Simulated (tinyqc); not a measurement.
## Electron continuity equation in a given potential, Scharfetter-Gummel discretisation: current and errors against the applied potential

Steady state in one dimension: J = q mu n E + q D dn/dx with E = -dpsi/dx and D = mu Vt, dJ/dx = q (n/tau - G), fixed densities nL and nR at the ends. The potential is given, psi = 0 for x < L/2 and U (2 x/L - 1) beyond, and is not changed by the electrons.

11 equal intervals. Fluxes J_i = (q D/h)(n_(i+1) P_i - n_i Q_i), d_i = (psi_(i+1) - psi_i)/Vt: Scharfetter-Gummel P = B(d), Q = B(-d), B(d) = d/(exp(d) - 1); central P = 1 - d/2, Q = 1 + d/2; upwind P = 1 + max(-d, 0), Q = 1 + max(d, 0). Balance at each inner node: J_i - J_(i-1) = q h (n_i/tau - G). The reference is Scharfetter-Gummel on 4000 intervals or more. Errors are those of J on the first interval against the reference at its midpoint; errors under 1e-6 % are printed as 0.

Inputs (values chosen for the exercise); mobility close to that of silicon at room temperature:

| symbol | value | unit | meaning |
|---|---|---|---|
| T | 293 | K | temperature |
| mu | 1370 | cm^2/(V s) | electron mobility |
| L | 1.2 | um | length of the region |
| nL | 1.9e13 | cm^-3 | density at x = 0 |
| nR | 9.9e13 | cm^-3 | density at x = L |
| tau | 2.3e-11 | s | lifetime |
| G | 0 | cm^-3 s^-1 | uniform generation rate |

Constants: q = 1.602176634e-19 C, kB = 1.380649e-23 J/K, Vt = kB T/q. Results are converted to the units shown.

Current and errors against the applied potential:
```
U (V)	largest |d|	reference J (A/cm^2)	SG error (%)	central error (%)	upwind error (%)	most negative central n (cm^-3), 0 if none
0.014	0.1008	-2.689	-0.247	-0.228	-1.39	0
0.056	0.4033	-2.983	0.0751	0.217	-2.14	0
0.14	1.008	-3.123	0.334	0.419	-0.688	0
0.28	2.016	-3.152	0.574	0.531	0.546	0
0.42	3.024	-3.162	0.766	0.698	0.887	-1.87e13
0.61	4.393	-3.169	0.969	0.820	1.10	-3.53e13
0.83	5.977	-3.173	1.14	0.165	1.25	-4.77e13
1.2	8.641	-3.177	1.33	-4.03	1.40	-6.05e13
```

The reference current falls from -2.69 to -3.18 A/cm^2. The largest errors in size are 1.3 % (Scharfetter-Gummel), 4.0 % (central) and 2.1 % (upwind). Central differences give negative densities for U = 0.42, 0.61, 0.83, 1.2 V; these rows have |d| above 2, which makes negative values possible though not certain.

Range of the model: The drift velocity mu E exceeds 1e7 cm/s somewhere, where real mobilities no longer stay constant.

Computed by the program tinyqc: `OMP_NUM_THREADS=1 python tinyqc.py 2220038 2220039 out.jsonl`, one thread of a shared Intel Xeon 2.30GHz, about 0.01 s for the whole run.
